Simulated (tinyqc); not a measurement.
Poole-Frenkel parameters from three currents.

Problem. Poole-Frenkel conduction in an insulator follows J = s0 F exp[-(pt - sqrt(q F/(pi eps0 ei)))/Vt], Vt = kB T/q, F in V/cm. Find ei, pt and s0.

Constants: q = 1.602176634e-19 C, kB = 1.380649e-23 J/K, eps0 = 8.8541878128e-14 F/cm where lengths are in cm. Results are converted to the units shown.

J at (0.48 MV/cm, 300 K), (1.92 MV/cm, 300 K) and (1.92 MV/cm, 350 K) (A/cm^2): [0.0012767648, 365.86534, 1056.9492]

Answer. The two fields give the lowering coefficient and so ei; the two temperatures give the lowered barrier, to which the lowering is added back.

ei = 3.31
pt = 0.770 eV
s0 = 0.320 S/cm

Computed by the program tinyqc: `OMP_NUM_THREADS=1 python tinyqc.py 2370123 2370124 out.jsonl`, one thread of a shared Intel Xeon 2.30GHz, about 0.01 s for the whole run.
